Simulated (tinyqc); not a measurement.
RHF in the sto-3g basis, for BeH2, spin multiplicity 1, step by step. One step of it, computed by the program tinyqc.

Problem. Iteration 2: DIIS coefficients. Solve [B -1; -1 0][c; lambda] = [0; -1] for the coefficients, which sum to one.

B (overlaps of the stored error matrices):
```
[[1.7514443e+00, 8.9857457e-02],
 [8.9857457e-02, 6.9858552e-03]]
```

Give: DIIS coefficients.

Solution.

DIIS coefficients: [-0.0525, 1.0525]
